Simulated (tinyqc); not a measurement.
Raising the sheet density: Gamma, L and X subbands of a thin body with non-parabolic valleys.

Hard walls, flat band, c = hbar^2/2m0, energies from the bulk Gamma edge. For a valley at angle theta to the normal 1/m_z = cos^2/ml + sin^2/mt and m_d = sqrt(ml mt^2/m_z). Subband n starts at E_v + e with e (1 + a e) = c (n pi/t)^2/m_z, and its density-of-states mass is taken as m_d (1 + 2 a e), without further growth at higher in-plane energy. Groups are named by valley and degeneracy.

n_i = g m/(2 pi c) kB T ln(1 + exp((EF - E_i)/kB T)), sum n_i = Ns (1e12/cm^2 = 1e-4/angstrom^2), c = hbar^2/2m0. Quantum capacitance Cq = 1602.176634 sum g m/(2 pi c) f_i in microfarad/cm^2 with f_i = 1/(1 + exp((E_i - EF)/kB T)); Cox = 34.5313/eot (one gate); C/Cox = Cq/(Cq + Cox), the centroid term left out.

Constants: hbar^2/2m0 = 3.80998211 eV angstrom^2; kB = 8.617333262e-05 eV/K.

Values chosen for the exercise (near those of a thin InAs channel; the results hold for these values, not for the real material):
- face = 111 (surface)
- mG = 0.0259 m0 (Gamma mass)
- aG = 2.32 1/eV (Gamma non-parabolicity)
- EL = 0.709 eV (L edge above Gamma)
- mL = (0.644, 0.049) m0 (L valleys (four, along <111>): ml, mt)
- EX = 1.034 eV (X edge above Gamma)
- mX = (1.135, 0.164) m0 (X valleys (three, along <100>): ml, mt)
- aS = 0.48 1/eV (non-parabolicity of L and X)
- t = 66 angstrom (body thickness)
- T = 300 K (temperature)
- eot = 9 angstrom (equivalent oxide thickness)
- Nl = (0.5, 1, 2, 4, 7, 11, 16) x 1e12/cm^2 (sheet densities)

Fixed thickness, n = 1 to 8 of all groups; the gate overdrive above the lowest edge is (EF - E_lowest)/e + 0.1602177 Ns/Cox in volts.

Results:
```
Ns (1e12/cm^2)  EF - lowest (eV)  Gamma share (%)     Cq  C/Cox  overdrive (V)
0.5                        0.009            100.0   2.06  0.349          0.030
1.0                        0.041            100.0   2.91  0.431          0.083
2.0                        0.091            100.0   3.40  0.470          0.174
4.0                        0.183            100.0   3.51  0.478          0.350
7.0                        0.311            100.0   4.59  0.545          0.603
11.0                       0.403             99.9   9.17  0.705          0.863
16.0                       0.482             98.2  11.33  0.747          1.150
```

The lowest subband is G1 n=1. At the highest density band filling takes 0.482 V of the 1.150 V overdrive. Cq grows from 2.1 to 11.3 microfarad/cm^2 while EF moves from +0.009 to +0.482 eV against the lowest edge; the Gamma share stays within 98 to 100 %.

(tinyqc, `OMP_NUM_THREADS=1 python tinyqc.py 1281477 1281478 out.jsonl`, Intel(R) Xeon(R) Processor @ 2.30GHz, 1 thread, shared host, about 0.02 s.)
